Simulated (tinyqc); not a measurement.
Thin film between two gates, subbands and threshold shift from confinement: one step of the calculation.

Undoped body with a flat potential across it, hard walls, transport along x. Three valley pairs (g = 2 each) with the longitudinal mass along x, y or z. Non-parabolicity enters the subband edges through E (1 + al E) = gamma, so E = 2 gamma/(1 + sqrt(1 + 4 al gamma)); motion within a subband is taken as parabolic with the band-edge mass. Energies are counted from the bulk band edge.

Problem. Lowest subbands. gamma = C (pi k/(t + dl))^2/mz, C = hbar^2/(2 m0). List the 6 lowest, labelled by valley axis and quantum numbers, with degeneracy g and N_k: N_k = g sqrt(mx my) m0 kB T/(pi hbar^2).

Parameters, values chosen for the exercise; masses close to those of silicon:

| symbol | value | unit | meaning |
|---|---|---|---|
| T | 200 | K | temperature |
| ml | 0.908 | m0 | longitudinal mass |
| mt | 0.193 | m0 | transverse mass |
| al | 0.5 | 1/eV | non-parabolicity |
| t | 8.2 | nm | film thickness (along z) |
| dl | 0 | nm | widening of the box by penetration into the insulator |

Constants: q = 1.602176634e-19 C, kB = 1.380649e-23 J/K, hbar = 1.054571817e-34 J s, m0 = 9.1093837015e-31 kg, Vt = kB T/q, hbar^2/(2 m0) = 0.0380998212 eV nm^2. Results are converted to the units shown.

Wanted: E_k; g; N_k.

Solution.

```
subband	E_k (eV)	g	N_k (cm^-2)
z1	0.0061401	2	2.7790e12
z2	0.024340	2	2.7790e12
x1	0.028568	2	6.0277e12
y1	0.028568	2	6.0277e12
z3	0.053974	2	2.7790e12
z4	0.094115	2	2.7790e12
```

Computed by the program tinyqc: `OMP_NUM_THREADS=1 python tinyqc.py 2350024 2350025 out.jsonl`, one thread of a shared Intel Xeon 2.30GHz, about 0.08 s for the whole run.
